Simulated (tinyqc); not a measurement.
Worked calculation: three-phonon processes in a diatomic chain: dispersion, energy and momentum conservation, and decay channels of optical phonons. Computed by tinyqc, a small Python program that keeps every step. Command: `OMP_NUM_THREADS=1 python tinyqc.py 3120644 3120645 out.jsonl threeph walk`. One thread of a shared host (Intel(R) Xeon(R) Processor @ 2.30GHz), about 0.05 s of CPU time with the checks. Intermediate numbers are printed to about 7 digits and carried at full precision; extremes and crossings named in words are read from the listed rows.

Cell length a, two atoms, one spring constant. x = q a/pi runs from -1 to 1; A and O are the acoustic and optical branches. Matrix elements are not computed: only conservation laws and occupation factors are followed.

Inputs (values chosen for the exercise, for a model chain): light mass m = 27 u; heavy mass M = 142 u; spring constant k = 10 eV/angstrom^2; temperature T = 200 K; wave number of the decaying phonon q a/pi = 0.74.

Constants: nu for 1 eV/(angstrom^2 u) = 15.6333042 THz; h x 1 THz = 4.135667696 meV; k_B = 8.617333262e-05 eV/K.

## Band edges

omega^2 = k (1/m + 1/M) -/+ k sqrt((1/m + 1/M)^2 - 4 sin^2(pi x/2)/(m M)); nu = 15.6333042 THz x sqrt(omega^2) for eV/(angstrom^2 u). Acoustic top sqrt(2 k/M), optical bottom sqrt(2 k/m), optical top sqrt(2 k (1/m + 1/M)).

acoustic top = 5.867075 THz

optical bottom = 13.45501 THz

optical top = 14.67855 THz

optical top over twice the acoustic top = 1.250926

optical bottom over twice the acoustic top = 1.146654

optical width over acoustic top = 0.2085437

The zone-centre optical phonon lies above twice the acoustic top (M/m > 3), so its decay into two acoustic phonons is forbidden; at M/m > 4 energy alone forbids it for every optical phonon.

## Dispersion

The formulas are those given above.

Branches:
```
x     nu_A (THz)  nu_O (THz)
0.10    0.842698    14.65434
0.20    1.672798    14.58292
0.35    2.865118    14.39621
0.50    3.948357    14.13755
0.65    4.859557    13.85079
0.80    5.519991    13.60108
0.90    5.778381    13.49333
1.00    5.867075    13.45501
```

## All channels at the given wave number

Processes for O(x): decay O -> A + A and O -> O + A with x = x' + x'' (mod 2), and absorption O + A -> O with x + x' = x'' (mod 2). Roots of the energy mismatch in x' are bracketed on 4001 points from -1 to 1 and refined. A process is umklapp (U) if the sum of wave numbers leaves (-1, 1]. Weight = occupation factor/|d mismatch/dx'|, the factor being 1 + n' + n'' for decay and n' - n'' for absorption. Pairs that differ only by exchanging two acoustic products count once, and the trivial root x' = 0 is left out.

nu_O(x) = 13.69160 THz

Channels:
```
process  x'  x''  nu' (THz)  nu'' (THz)  type  weight (1/THz)
none      -    -          -           -     -               -
```

No three-phonon channel is open for this phonon in the chain; four-phonon processes, or other branches in three dimensions, would set its lifetime.

## Phase space against the mass ratio

Total weight summed over channels and averaged over x = 0.05, 0.15, ..., 0.95, with m and k fixed; share of those x with an open channel.

Optical phonons:
```
M/m  weight, A + A (1/THz)  weight, with O (1/THz)  share open
1.1              0.1110976                       0         1.0
1.5              0.2543320                       0         1.0
2.0              0.1513017                       0         0.8
2.5              0.0874634                       0         0.5
2.9              0.0677337                       0         0.2
3.3              0.0000000                       0         0.0
3.7              0.0000000                       0         0.0
4.2              0.0000000                       0         0.0
6.0              0.0000000                       0         0.0
```

The A + A channel closes between M/m = 2.9 and 3.3 on this grid: energy conservation alone would allow it up to M/m = 4, where the optical bottom passes twice the acoustic top, but momentum must be conserved too. No channel with a second optical phonon opens at any ratio. A large gap that shuts such channels is one reason why crystals with very unequal masses can conduct heat well.

Checks made by the program: band edges against the dispersion (relative difference below 1e-10).
